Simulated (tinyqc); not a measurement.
Inside a calculation. Method: coupled-perturbed Hartree-Fock on RHF in the sto-3g basis, for H2, spin multiplicity 1. The polarisability along this axis is zero because the basis has no function that the field can mix in; the real value is not. One step of it, computed by the program tinyqc.

Problem. Iteration 1: building the Fock matrix. J_ij = sum D_kl (ij|kl), K_ij = sum D_kl (ik|jl); F = H + J - 0.5 K; E = tr D H + tr D J / 2 - 0.25 tr D K + E_nn.

D at the start:
```
          1H 1s     2H 1s
1H 1s  0.609892  0.609892
2H 1s  0.609892  0.609892
```

core Hamiltonian H = T + V (hartree):
```
           1H 1s      2H 1s
1H 1s  -1.101248  -0.923332
2H 1s  -0.923332  -1.101248
```

Two-electron integrals (ij|kl) in chemists' order, unique and non-zero (hartree):
```
(11|11) 0.774606   (21|11) 0.427064   (21|21) 0.277493   (22|11) 0.558394
(22|21) 0.427064   (22|22) 0.774606
```

nuclear repulsion = 0.68635177 hartree

Give: Coulomb J; exchange K; Fock matrix F; total energy of this density.

Solution.

Coulomb J (hartree):
```
        1H 1s   2H 1s
1H 1s  1.3339  0.8594
2H 1s  0.8594  1.3339
```

exchange K (hartree):
```
        1H 1s   2H 1s
1H 1s  1.1626  1.0307
2H 1s  1.0307  1.1626
```

Fock matrix F (hartree):
```
         1H 1s    2H 1s
1H 1s  -0.3486  -0.5793
2H 1s  -0.5793  -0.3486
```

total energy of this density = -1.114356 hartree
